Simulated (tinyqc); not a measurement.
Avalanche multiplication and breakdown of a junction from ionisation integrals: one step, computed by the program tinyqc. Command: `OMP_NUM_THREADS=1 python tinyqc.py 3014069 3014070 out.jsonl impact walk`. One thread of a shared host (Intel(R) Xeon(R) Processor @ 2.30GHz), about 0.01 s of CPU time with the checks.

Ionisation coefficients follow the local field. Position x runs through the depletion layer from the p side (x = 0), where electrons enter, to the n side (x = w), where holes enter. The built-in voltage is neglected.

Problem. On-resistance of the drift layer. R_on = w/(e mu N) with w the width at breakdown; figure of merit V_B^2/R_on; for a triangular field it equals eps eps_0 mu F_m^3/4.

Inputs (values chosen for the exercise, modelled on diamond): permittivity eps = 5.7; drift-layer mobility mu = 1500 cm^2/(V s); doping N of the lightly doped side = 2.5e+16 1/cm^3.

Junction: one-sided abrupt n+p.

width at breakdown = 4.830913 micrometre

breakdown voltage = 926.0942 V

critical field F_m = 3.834034 MV/cm

Constants: e = 1.602176634e-19 C; eps_0 = 8.8541878128e-12 F/m.

Give: specific on-resistance; V_B^2/R_on; eps eps_0 mu F_m^3/4.

Solution.

specific on-resistance = 0.08041 milliohm cm^2

V_B^2/R_on = 10667 MW/cm^2

eps eps_0 mu F_m^3/4 = 10667 MW/cm^2
